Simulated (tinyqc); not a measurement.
Configuration-coordinate model of a defect: Huang-Rhys factor and luminescence line shape: one step, computed by the program tinyqc. Command: `OMP_NUM_THREADS=1 python tinyqc.py 3025755 3025756 out.jsonl ccline walk`. One thread of a shared host (Intel(R) Xeon(R) Processor @ 2.30GHz), about 0.02 s of CPU time with the checks.

Ground state E_g(Q) = (1/2) omega_g^2 Q^2; excited state E_e(Q) = E_0 + (1/2) omega_e^2 (Q - dQ)^2 with omega_e = omega_g and E_0 = E_ZPL. Q is mass-weighted; the dipole does not depend on Q (Condon approximation).

Task: Huang-Rhys factors and vertical energies. S = hbar omega dQ^2/(2 hbar^2/u) for each state; relaxation energy S hbar omega; absorption at E_0 + S_e hbar omega_e, emission at E_0 - S_g hbar omega_g; the Stokes shift is their difference.

Inputs (values chosen for the exercise, for a model defect): zero-phonon energy E_ZPL = 1.27 eV; displacement dQ = 0.541 u^(1/2) angstrom; ground-state phonon hbar omega_g = 29.4 meV.

Modes: equal frequencies in both states.

Constants: hbar^2/u = 4.18015928e-03 eV angstrom^2.

Give: S_g; S_e; relaxation energy, ground state; relaxation energy, excited state; vertical absorption energy; vertical emission energy; Stokes shift.

Result:

S_g = 1.0292

S_e = 1.0292

relaxation energy, ground state = 0.030260 eV

relaxation energy, excited state = 0.030260 eV

vertical absorption energy = 1.3003 eV

vertical emission energy = 1.2397 eV

Stokes shift = 0.060520 eV

The coupling is intermediate: phonon replicas can be resolved beside the zero-phonon line.
